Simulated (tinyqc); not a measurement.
Donor level screened by free carriers (Yukawa potential): one step. One-parameter trial function. Four cases, with inputs chosen for the exercise.

Question. For exp(-z r): E(z) = z^2 - 8 z^3/(2z + x)^2 in Ry*. Scan z = 0.5, 0.6, ..., 1.1, then minimise; first order gives -1 + 2x.

Potential -(q/(eps r)) exp(-ks r), q = e^2/(4 pi eps0). In units Ry* = Ry m/eps^2 and a* = a0 eps/m the problem is [-Laplacian - 2 exp(-x r)/r] psi = E psi with x = ks a*.

Give: Scan (Ry*); best z; E; binding.

Case 1.

x = 0.410817
Ry* = 32.45433 meV

Answer.

Scan (Ry*):
```
z,kinetic,potential,E
0.5,0.2500,-0.5024,-0.2524
0.6,0.3600,-0.6660,-0.3060
0.7,0.4900,-0.8368,-0.3468
0.8,0.6400,-1.0130,-0.3730
0.9,0.8100,-1.1932,-0.3832
1.0,1.0000,-1.3765,-0.3765
1.1,1.2100,-1.5621,-0.3521
```

best z = 0.911
E = -0.3833 Ry*
binding = 12.44 meV

First order in x would give -0.178 Ry*, a rigid shift by q ks/eps; it overstates the loss of binding by 0.205 Ry*.

Case 2.

x = 0.659845
Ry* = 6.81346 meV

Answer.

Scan (Ry*):
```
z,kinetic,potential,E
0.5,0.2500,-0.3630,-0.1130
0.6,0.3600,-0.4996,-0.1396
0.7,0.4900,-0.6467,-0.1567
0.8,0.6400,-0.8021,-0.1621
0.9,0.8100,-0.9638,-0.1538
1.0,1.0000,-1.1308,-0.1308
1.1,1.2100,-1.3019,-0.0919
```

best z = 0.791
E = -0.1621 Ry*
binding = 1.10 meV

First order in x would give 0.320 Ry*, a rigid shift by q ks/eps; it overstates the loss of binding by 0.482 Ry*.

Case 3.

x = 0.639399
Ry* = 30.23487 meV

Answer.

Scan (Ry*):
```
z,kinetic,potential,E
0.5,0.2500,-0.3721,-0.1221
0.6,0.3600,-0.5107,-0.1507
0.7,0.4900,-0.6598,-0.1698
0.8,0.6400,-0.8168,-0.1768
0.9,0.8100,-0.9801,-0.1701
1.0,1.0000,-1.1484,-0.1484
1.1,1.2100,-1.3207,-0.1107
```

best z = 0.803
E = -0.1768 Ry*
binding = 5.34 meV

First order in x would give 0.279 Ry*, a rigid shift by q ks/eps; it overstates the loss of binding by 0.456 Ry*.

Case 4.

x = 0.405949
Ry* = 5.23264 meV

Answer.

Scan (Ry*):
```
z,kinetic,potential,E
0.5,0.2500,-0.5059,-0.2559
0.6,0.3600,-0.6700,-0.3100
0.7,0.4900,-0.8413,-0.3513
0.8,0.6400,-1.0179,-0.3779
0.9,0.8100,-1.1985,-0.3885
1.0,1.0000,-1.3820,-0.3820
1.1,1.2100,-1.5680,-0.3580
```

best z = 0.913
E = -0.3886 Ry*
binding = 2.03 meV

First order in x would give -0.188 Ry*, a rigid shift by q ks/eps; it overstates the loss of binding by 0.201 Ry*.

Computed by tinyqc, one run a case: `OMP_NUM_THREADS=1 python tinyqc.py N N+1 out.jsonl` with N = 1252674, 1280022, 1280030, 1280186; one thread of a shared Intel(R) Xeon(R) Processor @ 2.30GHz, about 0.01 s a run at most.
